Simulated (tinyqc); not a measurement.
Changing the temperature T: regular and subregular solution with a miscibility gap. Computed by tinyqc, a small Python program. Command: `OMP_NUM_THREADS=1 python tinyqc.py 3000015 3000016 out.jsonl regsol sweep`. One thread of a shared host (Intel(R) Xeon(R) Processor @ 2.30GHz), about 0.02 s of CPU time with the checks.

Per mole of mixing sites: G(x) = x (1 - x) [L0 + L1 (1 - 2x)] + R T [x ln x + (1 - x) ln(1 - x)], x the fraction of B.

Inputs (values chosen for the exercise, modelled on Ga(1-x)In(x)P):

| quantity | value | unit |
|---|---|---|
| lattice constant a_A | 5.451 | angstrom |
| lattice constant a_B | 5.869 | angstrom |
| constant K | 49600 | kJ angstrom^2.5/mol |
| asymmetry L1 | -2.7 | kJ/mol |
| overall fraction x0 | 0.71 | - |
| start value s0 | 0.02 | - |

Source of L0: delta-lattice-parameter rule.

Constants: R = 8.314462618 J/(mol K).

Method:
- A bonding enthalpy -K a^(-2.5) with a linear in x gives L0 = 4.375 K (a_A - a_B)^2/abar^4.5, abar the mean lattice constant; eta = (a_B - a_A)/abar.
- The spinodal is G'' = 0, R T_s(x) = x (1 - x) [2 L0 + 6 L1 (1 - 2x)]; the critical point is its maximum.
- G' = L0 (1 - 2x) + L1 (1 - 6x + 6x^2) + R T ln[x/(1 - x)]; G'' = -2 L0 - 6 L1 (1 - 2x) + R T/[x (1 - x)].
- Solve G'' = 0 on each side of x_c.
- Common tangent: F1 = G'(x1) - G'(x2) = 0 and F2 = [G - x G'](x1) - [G - x G'](x2) = 0. Newton step: J = [[G''(x1), -G''(x2)], [-x1 G''(x1), x2 G''(x2)]], J dx = -F; a step that would leave 0 < x < 1 is halved until it stays inside. The start is x1 = s0, x2 = 1 - s0.
- Stop when the step is below 1e-12, or when x1 and x2 meet within 1e-5; residuals under 1e-7 are shown as 0.
- Inside the gap the B-rich phase has the fraction f = (x0 - x1)/(x2 - x1), and the gain is (1 - f) G(x1) + f G(x2) - G(x0); outside it one phase remains.

One run for each value:

| temperature T (K) | solubility limit x1 | spinodal x_s1 | spinodal x_s2 | solubility limit x2 | free energy of decomposition (J/mol) |
|---|---|---|---|---|---|
| 382 | 0.0192 | 0.1868 | 0.9231 | 0.9967 | -1543 |
| 466 | 0.0427 | 0.2257 | 0.9027 | 0.9902 | -1168 |
| 551 | 0.0774 | 0.2659 | 0.8800 | 0.9783 | -829 |
| 636 | 0.1234 | 0.3077 | 0.8546 | 0.9593 | -539 |
| 721 | 0.1817 | 0.3523 | 0.8254 | 0.9314 | -306 |
| 806 | 0.2551 | 0.4019 | 0.7905 | 0.8908 | -136 |
| 890 | 0.3504 | 0.4607 | 0.7456 | 0.8296 | -34 |

Over the rows, solubility limit x1 rises from 0.0192 to 0.350 (exponent d ln y / d ln x 4.0 between the first rows and 3.2 between the last); spinodal x_s1 rises from 0.187 to 0.461 (exponent d ln y / d ln x 0.95 between the first rows and 1.4 between the last); spinodal x_s2 falls from 0.923 to 0.746 (exponent d ln y / d ln x -0.11 between the first rows and -0.59 between the last). An Arrhenius slope -R d ln x1/d(1/T) gives 14.1 kJ/mol between the first rows and 22.5 between the last; in the dilute limit it tends to L0 + L1. Left out: 975 (the iteration did not converge within its cap). Left out: 1060 (T is above or too near T_c).
